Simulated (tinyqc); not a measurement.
# Longitudinal sound in a periodic multilayer: transfer matrices, stop bands and folded phonons, step by step

A worked calculation. Computed by tinyqc, a small Python program that keeps every step. Command: `OMP_NUM_THREADS=1 python tinyqc.py 3022890 3022891 out.jsonl multilayer walk`. One thread of a shared host (Intel(R) Xeon(R) Processor @ 2.30GHz), about 0.01 s of CPU time with the checks. Intermediate numbers are printed to about 6 digits and carried at full precision; extremes and crossings named in words are read from the listed rows.

Layers 1 and 2 repeat with period d = d_1 + d_2; waves travel normal to the layers, without loss. State vector (u, s): displacement u and stress divided by omega. Impedances Z = rho v are in 1e6 kg/(m^2 s).

Inputs (values chosen for the exercise, modelled on silica (layer 1), hafnia (layer 2) and silica (substrate)):
```
quantity                    value    unit
density rho_1                2.18  g/cm^3
velocity v_1                 5930     m/s
thickness d_1                14.2      nm
density rho_2                9.63  g/cm^3
velocity v_2                 5490     m/s
thickness d_2                17.1      nm
substrate density            2.22  g/cm^3
substrate velocity           5910     m/s
periods N                       3       -
frequency f                  59.1     GHz
optical wave vector q d/pi   0.28       -
```

## Impedances, mean velocity and Bragg frequency

Z = rho v; interface reflection r = (Z_2 - Z_1)/(Z_2 + Z_1) (stress amplitude, from 1 into 2); Bragg frequency f_B = 1/[2 (d_1/v_1 + d_2/v_2)]; long-wave velocity v_eff = d/sqrt[(d_1/v_1)^2 + (d_2/v_2)^2 + (Z_1/Z_2 + Z_2/Z_1)(d_1/v_1)(d_2/v_2)].

Z_1 = 12.9274

Z_2 = 52.8687

Z of the substrate = 13.1202

interface reflection r = 0.607047

Bragg frequency f_B = 90.7547 GHz

long-wave velocity v_eff = 4528.97 m/s

## Transfer matrix of one period

A layer maps (u, s) by [[cos p, sin p/Z], [-Z sin p, cos p]], p = 2 pi f d_i/v_i; one period is M = M_2 M_1, and cos(q d) = trace(M)/2.

phase p_1 = 0.889203 rad

phase p_2 = 1.15662 rad

M:
```
           1          2
1  0.0797156  0.0350842
2   -34.5327   -2.65383
```

trace(M)/2 = -1.28706

|trace/2| > 1: f lies in a stop band, and the amplitude falls by a factor 2.097 a period.

## Transmission through N periods

For N periods A = M^N. A wave comes from a thick layer of material 1 and leaves into the substrate (Z_s): transmitted power T = 4 Z_1 Z_s/|Z_1 A_22 + Z_s A_11 - i (Z_1 Z_s A_12 - A_21)|^2, reflected power R = 1 - T.

A = M^N:
```
          1         2
1   3.02261  0.197387
2  -194.284  -12.3566
```

transmitted power T = 0.0102336

T in decibel = -19.8997 dB

## The first stop band

Gap m contains m f_B; its edges, where trace(M)/2 = (-1)^m, are found by root search. Weak-contrast estimate of the width: (4 f_B/pi) |r sin(m pi a)|, a = (d_1/v_1)/(d_1/v_1 + d_2/v_2).

lower edge = 53.3859 GHz

upper edge = 126.665 GHz

width/f_B = 80.7443 %

transmitted power at f_B = 9.95718e-04

## The first four gaps

The formulas are those given above.

Stop bands (GHz):
```
m  lower edge  upper edge    width  weak-contrast estimate
1      53.386     126.665  73.2793                 68.6723
2     168.358     196.791  28.4338                 28.0026
3     240.722     300.660  59.9389                 57.2537
4     337.961     391.281  53.3201                 51.3489
```

With a = 0.435, gap 1 is the widest and gap 2 the narrowest; gap m closes when m a is a whole number. The weak-contrast estimate misses the first width by -6.3 % at |r| = 0.61. Odd gaps open at the edge of the folded zone (q = pi/d), even ones at its centre.

## Mirror strength against the number of periods

The formulas are those given above.

Transmitted power:
```
N      T at f_B  T at f_B (dB)       T at f
1      0.223017       -6.51661     0.247136
2     0.0157075       -18.0389    0.0470872
3   9.95718e-04       -30.0186    0.0102336
4   6.26899e-05       -42.0280   0.00230240
6   2.48276e-07       -66.0506  1.18647e-04
8   9.83239e-10       -90.0734  6.13100e-06
12  1.54208e-14       -138.119  1.63761e-08
16  2.41855e-19       -186.164  4.37413e-11
24  5.94909e-29       -282.255  3.12073e-16
```

At f_B each further period removes 12.01 dB at large N, which is 20 log10 of the impedance ratio, 12.23 dB, as for a quarter-wave stack; 99 % reflection needs N = 3 among these rows. At f, in a stop band, T decays as well. Values below about 1e-6 belong to the ideal stack: roughness and scattering into other modes, left out here, set a floor in a real one.

## Folded doublet seen in light scattering

Light transfers the wave vector q. Solve trace(M)/2 = cos(q d) on the first branch (Brillouin line) and on the two branches around 2 f_B (first folded doublet); 1/cm = 29.9792458 GHz.

Brillouin line = 20.0107 GHz

lower folded mode = 157.775 GHz

upper folded mode = 207.564 GHz

centre of the doublet = 6.09320 1/cm

splitting / twice the Brillouin frequency = 1.24406

The gap at 2 f_B and the contrast change the splitting from the value of a folded straight line, twice the Brillouin frequency.

Checks made by the program: trace against Rytov's formula cos p_1 cos p_2 - (1/2)(Z_1/Z_2 + Z_2/Z_1) sin p_1 sin p_2 (relative difference below 1e-10).
